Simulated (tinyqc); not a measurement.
# p-i-n power rectifier, conductivity modulation at high injection: effects of single changes

A drift layer from x = -d to d (2 d = W) between ideal p+ and n+ emitters (no recombination in them). High injection, n = p, ambipolar diffusion with one lifetime; both mobilities scale as (T/300 K)^(-bt).

Parameters, values chosen for the exercise; bulk values close to those of 4H silicon carbide:

| symbol | value | unit | meaning |
|---|---|---|---|
| T | 350 | K | temperature |
| eps_r | 9.9 |  | relative permittivity |
| Kc | 22300 | V/cm per (cm^-3)^(1/8) | critical-field constant |
| BV | 13000 | V | rated breakdown voltage of the drift layer |
| mud | 791 | cm^2/(V s) | drift mobility at 300 K |
| bt | 2.4 |  | temperature exponent of the drift mobility |
| mup | 110 | cm^2/(V s) | hole mobility at 300 K |
| Eg | 3.29 | eV | band gap |
| Nc | 2.14e19 | cm^-3 | conduction-band density of states at T |
| Nv | 3.15e19 | cm^-3 | valence-band density of states at T |
| J | 100 | A/cm^2 | forward current density |
| a | 320 | A/(cm^2 us) | ramp rate of the current at turn-off |
| tau | 6.6e-6 | s | high-level lifetime |

Constants: q = 1.602176634e-19 C, kB = 1.380649e-23 J/K, Vt = kB T/q, eps0 = 8.8541878128e-14 F/cm where lengths are in cm. Results are converted to the units shown.

Each table varies one quantity; the others keep the values above.

## Forward voltage and stored charge against the high-level lifetime

Triangular field at breakdown with Ec = Kc N^(1/8): BV = eps0 eps_r Ec^2/(2 q N), so N = (eps0 eps_r Kc^2/(2 q BV))^(4/3); W = 2 BV/Ec; mu = mud (T/300 K)^(-bt); rho = 1/(q mu N); ideal resistance rho W. Da = 2 mun mup Vt/(mun + mup), La = sqrt(Da tau), B = (mun - mup)/(mun + mup) with mun = mud (T/300 K)^(-bt), mup likewise; n(x) = (tau J/(2 q La)) [cosh(x/La)/sinh(d/La) - B sinh(x/La)/cosh(d/La)]. Ohmic drop: integral of J/(q (mun + mup) n); diffusion (Dember) drop Vt B ln(n(-d)/n(d)); both junctions together Vt ln(n(-d) n(d)/ni^2), ni = sqrt(Nc Nv) exp(-Eg/(2 Vt)), Eg in volts; V_F = the sum; stored charge q times the integral of n. Integrals on a fine grid. Peak reverse current if all stored charge left in a linear ramp without recombination (an upper bound): sqrt(2 a Q). Rows where n falls below the doping are left out.

The same in every row: J rho W (V) = 39.34.

Results:
```
tau (s),d/La,"drift drop, ohmic and diffusion (V)",junction drops (V),V_F (V),Q (uC/cm^2),sqrt(2 a Q) (A/cm^2),lowest n over N
5.5e-7,5.708,9.334,2.938,12.27,55.00,187.6,1.017
1.1e-6,4.036,1.739,2.959,4.698,110.0,265.3,7.661
2.4e-6,2.733,0.4551,2.984,3.439,240.0,391.9,42.27
5e-6,1.893,0.1784,3.013,3.192,500.0,565.7,150.3
2.2e-5,0.9026,0.04135,3.090,3.131,2200,1187,1207
4.5e-5,0.6311,0.02151,3.130,3.151,4500,1697,2847
9.5e-5,0.4343,0.01070,3.172,3.183,9500,2466,6526
0.0002,0.2994,0.005238,3.216,3.221,2.000e4,3578,1.433e4
```

Estimate the missing row, tau = 1e-5 s.

Computed row:
```
tau (s),d/La,"drift drop, ohmic and diffusion (V)",junction drops (V),V_F (V),Q (uC/cm^2),sqrt(2 a Q) (A/cm^2),lowest n over N
1e-5,1.339,0.08646,3.047,3.133,1000,800.0,422.7
```

With this row back in the table: V_F goes from 12.3 through a minimum of 3.13 (at tau = 2.2e-5 among the rows listed) to 3.22 V; the drift drop falls from 9.33 to 0.00524 V and the junction drops rise from 2.94 to 3.22 V. The minimum falls at d/La = 0.90: a short lifetime starves the middle of the layer, a long one raises the edge densities and with them the junction drops. Where n exceeds a few 1e17 cm^-3, emitter and Auger recombination, left out here, lower n and change V_F.

## Forward voltage and stored charge against the forward current density

Same model as above.

The same in every row: d/La = 1.648; drift drop, ohmic and diffusion (V) = 0.1317.

Forward voltage and stored charge against the forward current density:
```
J (A/cm^2),junction drops (V),V_F (V),Q (uC/cm^2),sqrt(2 a Q) (A/cm^2),lowest n over N,J rho W (V)
2,2.790,2.922,13.20,91.91,4.616,0.7869
5,2.845,2.977,33.00,145.3,11.54,1.967
10,2.887,3.019,66.00,205.5,23.08,3.934
30,2.953,3.085,198.0,356.0,69.24,11.80
60,2.995,3.127,396.0,503.4,138.5,23.61
100,3.026,3.158,660.0,649.9,230.8,39.34
300,3.092,3.224,1980,1126,692.4,118.0
800,3.151,3.283,5280,1838,1846,314.8
```

V_F rises from 2.92 to 3.28 V; the drift drop stays at 0.132 V and the junction drops rise from 2.79 to 3.15 V. Where n exceeds a few 1e17 cm^-3, emitter and Auger recombination, left out here, lower n and change V_F. The drift drop does not depend on J, since n grows in proportion to it. The unipolar drop J rho W is below V_F for J up to 5.

Computed by the program tinyqc: `OMP_NUM_THREADS=1 python tinyqc.py 2230028 2230029 out.jsonl`, one thread of a shared Intel Xeon 2.30GHz, about 0.01 s for the whole run.
